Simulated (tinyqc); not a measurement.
Heisenberg magnet: exchange from energy differences, ordering vector, linear spin waves and ordering temperature. Inputs raised by 5 %, one at a time. Computed by tinyqc, a small Python program. Command: `OMP_NUM_THREADS=1 python tinyqc.py 3019114 3019115 out.jsonl magnon sens`. One thread of a shared host (Intel(R) Xeon(R) Processor @ 2.30GHz), about 0.6 s of CPU time with the checks.

H = -sum over pairs <ij> J_ij S_i.S_j - K sum_i (S_i^z)^2, each pair once, J > 0 ferromagnetic. First neighbours: 12 at a (0.5, 0.5, 0), second: 6 at a (1, 0, 0), with all permutations and signs.

Inputs (values chosen for the exercise, for a model magnet): exchange J1 = 0.6 meV; exchange J2 = 0.23 meV; spin S = 1; single-ion anisotropy K = 0.0042 meV; mesh divisions n = 16; temperature T = 14 K.

Lattice: fcc. Order: ferromagnetic.

wave vector q (2 pi/a): [0.31, 0.12, 0.21]

Constants: h x 1 THz = 4.135667696 meV; k_B = 8.617333262e-05 eV/K.

Method:
- J(q) = J1 g1(q) + J2 g2(q), g_s(q) = sum over shell s of cos(q.R).
- g_s(q) = sum over shell s of cos(q.R), z1 = g1(0). E(q) = S [J(0) - J(q)] + (2S - 1) K, J(q) = J1 g1 + J2 g2. The factor 2S - 1 removes the anisotropy for S = 1/2.
- Mesh: q = sum_i (m_i + 1/2)/n b_i, m_i = 0..n-1, b = [[-1, 1, 1], [1, -1, 1], [1, 1, -1]] in 2 pi/a; <..> is the mean over the mesh.
- n = 1/(exp(E/(k_B T)) - 1); no zero-point loss; thermal loss <n>; moment = S less the losses.
- K left out. Mean field: k_B T = S (S + 1) J(Q)/3 at the ordering vector Q; random-phase (Tyablikov): k_B T = [S (S + 1)/3] / <1/(J(Q) - J(q))>; Curie-Weiss theta = S (S + 1) J(0)/(3 k_B).

Runs; columns: (1) input moved; (2) from; (3) to; (4) E(q) (meV); (5) thermal loss; (6) mean-field ordering temperature (K); (7) random-phase ordering temperature (K):
```
(1)                               (2)      (3)     (4)       (5)     (6)     (7)
base run                            -        -  4.2204  0.025467  66.378  52.931
exchange J1 (meV)                 0.6     0.63  4.3763  0.023888  69.163  55.058
exchange J2 (meV)                0.23   0.2415  4.2754  0.024901  66.912  53.449
spin S                              1     1.05  4.4317  0.023342  71.439  56.967
single-ion anisotropy K (meV)  0.0042  0.00441  4.2206  0.025448  66.378  52.931
temperature T (K)                  14     14.7  4.2204  0.027788  66.378  52.931
```

Exponents ln(y'/y) / ln(x'/x):
```
input                     E(q)  thermal loss  mean-field ordering temperature  random-phase ordering temperature
exchange J1              0.743        -1.312                            0.842                              0.808
exchange J2              0.265        -0.461                            0.164                              0.200
spin S                   1.001        -1.786                            1.506                              1.506
single-ion anisotropy K  0.001        -0.016                            0.000                              0.000
temperature T            0.000         1.787                            0.000                              0.000
```

To which inputs is each result most sensitive?

Among the inputs moved here: E(q) answers most in size to spin S (exponent +1.001), next to exchange J1 (+0.743); its exponent is below 0.0005 for temperature T. thermal loss answers most in size to temperature T (exponent +1.787), and about equally to spin S (-1.786). Mean-field ordering temperature answers most in size to spin S (exponent +1.506), next to exchange J1 (+0.842); its exponent is below 0.0005 for single-ion anisotropy K, temperature T. random-phase ordering temperature answers most in size to spin S (exponent +1.506), next to exchange J1 (+0.808); its exponent is below 0.0005 for single-ion anisotropy K, temperature T.

Caution (all rows): doubling the mesh changes the thermal sum by more than 3 %, so it is not fully converged.
